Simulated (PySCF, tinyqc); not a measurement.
Worked calculation: MP2 on RHF in the sto-3g basis, for H4, spin multiplicity 1. The lowest restricted solution is unstable here: a spin-polarised one lies 0.0142 hartree lower (PySCF). One step of it, computed by the program tinyqc.

Question. Second-order Moller-Plesset energy. E2 = sum_ijab (ia|jb) [2 (ia|jb) - (ib|ja)] / (e_i + e_j - e_a - e_b) over occupied i, j and virtual a, b; the opposite-spin part is (ia|jb)^2 / denominator, the rest is same-spin, and SCS-MP2 scales them by 6/5 and 1/3.

orbital energies (hartree): MO1 -0.477723, MO2 -0.367928, MO3 0.230317, MO4 0.464900

Two-electron integrals over orbitals (pq|rs), unique and non-zero (hartree):
```
(11|11) 0.410733    (21|11) -0.000439   (21|21) 0.181620    (22|11) 0.389863
(22|21) 0.000381    (22|22) 0.398332    (31|11) -0.051577   (31|21) -0.000168
(31|22) 0.004577    (31|31) 0.112825    (32|11) -0.000303   (32|21) 0.070279
(32|22) 0.000155    (32|31) 0.000209    (32|32) 0.117463    (33|11) 0.391617
(33|21) 0.000332    (33|22) 0.394546    (33|31) -0.001041   (33|32) 0.000135
(33|33) 0.408323    (41|11) 0.000177    (41|21) -0.024568   (41|22) -0.000051
(41|31) -0.000229   (41|32) 0.083278    (41|33) -0.000037   (41|41) 0.099101
(42|11) -0.057097   (42|21) -0.000155   (42|22) -0.004315   (42|31) 0.111324
(42|32) 0.000245    (42|33) -0.001546   (42|41) -0.000202   (42|42) 0.115642
(43|11) -0.000420   (43|21) 0.179834    (43|22) 0.000405    (43|31) -0.000156
(43|32) 0.073078    (43|33) 0.000362    (43|41) -0.022998   (43|42) -0.000155
(43|43) 0.191074    (44|11) 0.427199    (44|21) -0.000373   (44|22) 0.406892
(44|31) -0.055005   (44|32) -0.000296   (44|33) 0.416832    (44|41) 0.000171
(44|42) -0.061519   (44|43) -0.000380   (44|44) 0.460784
```

Hartree-Fock energy = -1.98350742 hartree

Give: Terms; Pair energies; MP2 correlation energy; SCS-MP2 correlation energy; MP2 total energy.

Answer.

Terms:
```
i  j  a  b    (ia|jb)    (ib|ja)  denominator       term
2  2  3  3     0.1175     0.1175      -1.1965    -0.0115
1  2  3  4     0.1113     0.0833      -1.5409    -0.0101
2  1  4  3     0.1113     0.0833      -1.5409    -0.0101
1  1  3  3     0.1128     0.1128      -1.4161    -0.0090
2  2  4  4     0.1156     0.1156      -1.6657    -0.0080
1  1  4  4     0.0991     0.0991      -1.8852    -0.0052
2  1  3  4     0.0833     0.1113      -1.5409    -0.0030
1  2  4  3     0.0833     0.1113      -1.5409    -0.0030
2  2  3  4   2.45e-04   2.45e-04      -1.4311  -4.21e-08
2  2  4  3   2.45e-04   2.45e-04      -1.4311  -4.21e-08
2  1  3  3   2.09e-04   2.09e-04      -1.3063  -3.35e-08
1  2  3  3   2.09e-04   2.09e-04      -1.3063  -3.35e-08
1  1  3  4  -2.29e-04  -2.29e-04      -1.6507  -3.17e-08
1  1  4  3  -2.29e-04  -2.29e-04      -1.6507  -3.17e-08
2  1  4  4  -2.02e-04  -2.02e-04      -1.7755  -2.29e-08
1  2  4  4  -2.02e-04  -2.02e-04      -1.7755  -2.29e-08
```

Pair energies (hartree; pair i-j sums ij and ji):
```
pair  opposite spin  same spin
1-1         -0.0142          0
2-1         -0.0251    -0.0010
2-2         -0.0196          0
```

MP2 correlation energy = -0.059868 hartree

SCS-MP2 correlation energy = -0.070956 hartree

MP2 total energy = -2.043375 hartree
